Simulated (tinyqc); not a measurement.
# Changing the noise amplitude

Model: cluster expansion of a binary alloy: correlations, fit, cross-validation and ground states. Computed by tinyqc, a small Python program. Command: `OMP_NUM_THREADS=1 python tinyqc.py 3022254 3022255 out.jsonl clex sweep`. One thread of a shared host (Intel(R) Xeon(R) Processor @ 2.30GHz), about 0.2 s of CPU time with the checks.

s = +1 for A and -1 for B. Energy per site E = J0 + J1 P(point) + sum over clusters of m V P, with P the mean product of spins; V > 0 on a pair favours unlike neighbours. Clusters per site m: pair 1 6, pair 2 3, pair 3 12, triplet 8; the triplet is the triangle of first neighbours. Formation energies are counted from the line between pure A and pure B, which removes J0 and J1.

Inputs (values chosen for the exercise, for a model alloy):
```
quantity                    value  unit
first-pair interaction V1    7.96   meV
second-pair interaction V2     -4   meV
third-pair interaction V3    0.19   meV
triplet interaction Vt       0.32   meV
```

Lattice: fcc.

correlations P, counted on periodic cells:
```
                       point     pair 1     pair 2     pair 3    triplet
A                   1.000000   1.000000   1.000000   1.000000   1.000000
A3B L1_2            0.500000   0.000000   1.000000   0.000000  -0.500000
A3B D0_22           0.500000   0.000000   0.666667   0.333333  -0.500000
A3B (001) layers    0.500000   0.333333   0.666667   0.000000   0.500000
A2B (001) layers    0.333333   0.111111   0.555556  -0.333333   0.333333
AB L1_0             0.000000  -0.333333   1.000000  -0.333333   0.000000
AB L1_1             0.000000   0.000000  -1.000000   0.000000   0.000000
A2B2 (001) layers   0.000000   0.333333   0.333333  -0.333333   0.000000
AB2 (001) layers   -0.333333   0.111111   0.555556  -0.333333  -0.333333
AB3 L1_2           -0.500000   0.000000   1.000000   0.000000   0.500000
AB3 D0_22          -0.500000   0.000000   0.666667   0.333333   0.500000
AB3 (001) layers   -0.500000   0.333333   0.666667   0.000000  -0.500000
B                  -1.000000   1.000000   1.000000   1.000000  -1.000000
```

standard normal numbers for the noise (0 for the pure ends): A 0.000, A3B L1_2 0.803, A3B D0_22 0.591, A3B (001) layers -1.598, A2B (001) layers 0.561, AB L1_0 0.333, AB L1_1 0.735, A2B2 (001) layers 2.276, AB2 (001) layers 1.387, AB3 L1_2 0.953, AB3 D0_22 0.398, AB3 (001) layers 0.196, B 0.000

Method:
- Design matrix of formation energies: m (P - 1) for pairs and m (P(triplet) - P(point)) for the triplet; x = (1 - P(point))/2.
- Exact: X V with V = (V1, V2, V3, Vt). The data to fit add the noise amplitude times the normal numbers, standing for what the clusters leave out.
- Leave out pair 3: A = X^T X and b = X^T E (E being the data with noise) over these three columns; solve A V = b. The root-mean-square error runs over the structures between the pure ends.
- For each set, H = X (X^T X)^-1 X^T over the structures between the ends; residual e = E - H E; leave-one-out error e_i/(1 - H_ii); both as root mean squares.

One run for each value; columns: (1) noise amplitude (meV/site); (2) leave-one-out error without pair 3 (meV/site); (3) leave-one-out error with all four (meV/site); (4) root-mean-square error of the three-cluster fit (meV/site):
```
(1)      (2)     (3)     (4)
0.08  1.3847  0.0916  0.7164
0.15  1.3483  0.1718  0.7082
0.30  1.2832  0.3435  0.7084
1.10  1.3006  1.2595  1.0430
2.10  2.0042  2.4046  1.7899
4.10  4.0290  4.6947  3.4709
8.00  8.3106  9.1603  6.8538
```

Give the missing row, noise amplitude (meV/site) = 0.57.

Computed row; columns: (1) noise amplitude (meV/site); (2) leave-one-out error without pair 3 (meV/site); (3) leave-one-out error with all four (meV/site); (4) root-mean-square error of the three-cluster fit (meV/site):
```
(1)      (2)     (3)     (4)
0.57  1.2171  0.6527  0.7679
```

Interpolating between the two neighbouring rows (the first column on a logarithmic scale, the others too where they are positive) misses most in root-mean-square error of the three-cluster fit (meV/site), by 12 %. Over the rows, leave-one-out error without pair 3 (meV/site) goes from 1.38 through a minimum among these rows, 1.22 at 0.570, to 8.31; leave-one-out error with all four (meV/site) rises from 0.0916 to 9.16 (exponent d ln y / d ln x about 1.00 throughout); root-mean-square error of the three-cluster fit (meV/site) goes from 0.716 through a minimum among these rows, 0.708 at 0.150, to 6.85. With all four clusters the error is pure noise and scales with it. Leaving out pair 3 leaves a floor set by V3 once the noise is small enough, but predicts better from a noise of 2.1 meV on.

Extremes, crossings and ranges named in words are read from the listed rows.
